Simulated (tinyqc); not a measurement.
Inside a calculation. Method: sp3 tight binding, zinc-blende lattice. One step of it, computed by the program tinyqc.

Problem. Levels at X. Diagonalise the Hermitian matrix.

H(k) at X (eV), lower triangle (Hermitian):
```
,a s,a px,a py,a pz,c s,c px,c py,c pz
a s,-15.440000
a px,0.000000,-7.100000
a py,0.000000,0.000000,-7.100000
a pz,0.000000,0.000000,0.000000,-7.100000
c s,0.000000,0.000000+8.413432i,0.000000,0.000000,-15.440000
c px,0.000000-8.413432i,0.000000,0.000000,0.000000,0.000000,-7.100000
c py,0.000000,0.000000,0.000000,0.000000-9.749203i,0.000000,0.000000,-7.100000
c pz,0.000000,0.000000,0.000000-9.749203i,0.000000,0.000000,0.000000,0.000000,-7.100000
```

Give: eigenvalues.

Solution.

eigenvalues (eV): -20.660  -20.660  -16.849  -16.849  -1.880  -1.880  2.649  2.649
